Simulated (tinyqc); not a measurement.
Worked calculation: Jacobi rotations on a symmetric matrix. One step of it, computed by the program tinyqc.

Problem. Jacobi rotation 2. Take the largest off-diagonal element A_pq; tan 2 theta = 2 A_pq / (A_qq - A_pp) with |theta| <= pi/4; A' = J^T A J with J_pp = J_qq = cos, J_pq = sin, J_qp = -sin.

A':
$$\begin{pmatrix}
0.675000 & 0.644386 & -0.405501 \\
0.644386 & 0.142480 & 0.000000 \\
-0.405501 & 0.000000 & 1.803520
\end{pmatrix}$$

Give: p, q, theta; A'.

Solution.

p, q, theta (rad): [1.000, 2.000, -0.589]

A':
$$\begin{pmatrix}
1.106 & 0.000 & -0.337 \\
0.000 & -0.288 & 0.225 \\
-0.337 & 0.225 & 1.804
\end{pmatrix}$$
